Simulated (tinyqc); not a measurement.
Weibull slope from two areas.

Inverse problem. Oxide breakdown times follow a Weibull law, F = 1 - exp(-(t/t63)^beta). For defects spread at random t63 goes as A^(-1/beta). Find beta and the time at which the share Fp of the area-A2 devices has failed, t63(A2) (-ln(1 - Fp))^(1/beta).

Inputs (values chosen for the exercise): area of a test capacitor A1 = 860 um^2; gate area of the product A2 = 7.3e6 um^2; allowed share of failed products Fp = 0.0001.

t63 at the areas A1 and A2 (s): [430, 0.40859762]

Answer. beta = ln(A2/A1)/ln(t63(A1)/t63(A2)).

beta = 1.300
time to Fp = 3.423e-4 s

tinyqc, about 0.01 s, one thread, Intel Xeon 2.30GHz (shared host): `OMP_NUM_THREADS=1 python tinyqc.py 2070051 2070052 out.jsonl`
